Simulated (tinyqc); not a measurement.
Grain-boundary diffusion: Harrison regimes, Fisher and Le Claire analysis, Hart average: one step, computed by the program tinyqc. Command: `OMP_NUM_THREADS=1 python tinyqc.py 3023889 3023890 out.jsonl gbdiff walk`. One thread of a shared host (Intel(R) Xeon(R) Processor @ 2.30GHz), about 0.01 s of CPU time with the checks.

A boundary is a slab of width delta with diffusivity D_b, normal to a surface held at constant concentration; it leaks into grains of diffusivity D.

Task: Diffusivities. D = D0 exp(-E/(k_B T)), D_b = D0b exp(-E_b/(k_B T)). Triple product P = s delta D_b.

Inputs (values chosen for the exercise, for a model polycrystal): lattice prefactor D0 = 4.5e-05 m^2/s; lattice activation energy E = 2.66 eV; boundary prefactor D0b = 8.3e-06 m^2/s; boundary activation energy E_b = 1.4 eV; boundary width delta = 0.74 nm; segregation factor s = 1; temperature T = 1070 K.

Constants: k_B = 8.617333262e-05 eV/K.

Give: D; D_b; triple product P.

Result:

D = 1.3317e-17 m^2/s

D_b = 2.1134e-12 m^2/s

triple product P = 1.5639e-21 m^3/s
